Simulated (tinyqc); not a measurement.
# From one set of inputs to another, one input at a time

Model: gas flow in a process chamber: flow regimes, conductance, effective pumping speed, pump-down, outgassing and purge. Computed by tinyqc, a small Python program. Command: `OMP_NUM_THREADS=1 python tinyqc.py 3120654 3120655 out.jsonl pump ladder`. One thread of a shared host (Intel(R) Xeon(R) Processor @ 2.30GHz), about 0.01 s of CPU time with the checks.

Ideal gas, isothermal flow, a pump of constant speed at the end of a round pipe; process gas, volume gas and outgassing are given the same properties. 1 sccm = 101325 Pa x 1e-6 m^3/60 s x T/273.15 K.

The inputs printed are set A. Set A is modelled on hydrogen near room temperature; the values taken over come from a set modelled on water vapour near room temperature. Inputs not listed in the table keep their values of set A, so the rows need not describe a real material.

Inputs (values chosen for the exercise, modelled on hydrogen near room temperature):
```
quantity                     value            unit
molar mass M                 2.016           g/mol
molecular diameter            0.27              nm
viscosity eta                  8.9   micropascal s
temperature T                  293               K
chamber volume V                17               L
wall area                      2.3             m^2
pipe diameter d                6.3              cm
pipe length l                  130              cm
pump speed S                    57             L/s
process gas flow               9.7            sccm
outgassing rate after 1 h  1.1e-05  Pa m^3/(s m^2)
outgassing exponent n          1.1               -
target base pressure        0.0002              Pa
```

Constants: k_B = 1.380649e-23 J/K; u = 1.6605390666e-27 kg.

Method:
- Mean speed c = sqrt(8 k_B T/(pi m)); aperture conductance C_a = c pi d^2/16; molecular pipe C_m = C_a/(1 + 3 l/(4 d)) (Dushman form); viscous pipe C_v = pi d^4 p_mean/(128 eta l); Knudsen interpolation C = C_v + C_m (1 + x)/(1 + 1.24 x), x = d p_mean sqrt(m/(k_B T))/eta.
- Effective speed 1/S_eff = 1/S + 1/C_m; time constant V/S_eff; pressure at which the free path k_B T/(sqrt2 pi d_m^2 p) equals d.
- Steady flow: the pump inlet is at p_2 = Q/S, and the chamber pressure p_1 solves Q = C((p_1 + p_2)/2) (p_1 - p_2). Residence time = p_1 V/Q.
- Knudsen number = free path at the mean pressure over d.
- From the outgassing limit: t = 1 h x (q_1 A/(S_eff p_target))^(1/n) - 10 s; monolayer time at the target = 1e19 m^-2 x 4 k_B T/(p c) for unit sticking.

Each row keeps all changes above it:
```
input moved               from     to  chamber pressure p_1 (Pa)  time to the target (h)  conductance C (L/s)
set A                        -      -                      0.516                    3.32                84.43
wall area (m^2)            2.3    1.4                      0.516                    2.11                84.43
process gas flow (sccm)    9.7     12                      0.631                    2.11                87.02
chamber volume V (L)        17    170                      0.631                    2.11                87.02
pump speed S (L/s)          57     29                      0.972                    3.19                97.72
pipe diameter d (cm)       6.3    2.5                      4.108                   13.11                 6.47
molar mass M (g/mol)     2.016  18.02                      5.903                   32.11                 4.22
pipe length l (cm)         130     53                      3.528                   15.73                 7.82
```

Chamber pressure p_1 goes from 0.516 to 3.53, a factor 6.83 in all. The largest single move comes from pipe diameter d (a factor 4.23), and pipe length l works against it (a factor 0.598). Time to the target goes from 3.32 to 15.7, a factor 4.74 in all. The largest single move comes from pipe diameter d (a factor 4.11), and pipe length l works against it (a factor 0.490). Conductance C goes from 84.4 to 7.82, a factor 0.0926 in all. The largest single move comes from pipe diameter d (a factor 0.0662), and pipe length l works against it (a factor 1.85). The single moves hold for this order of the switches; the total does not depend on the order.

Extremes, crossings and ranges named in words are read from the listed rows.
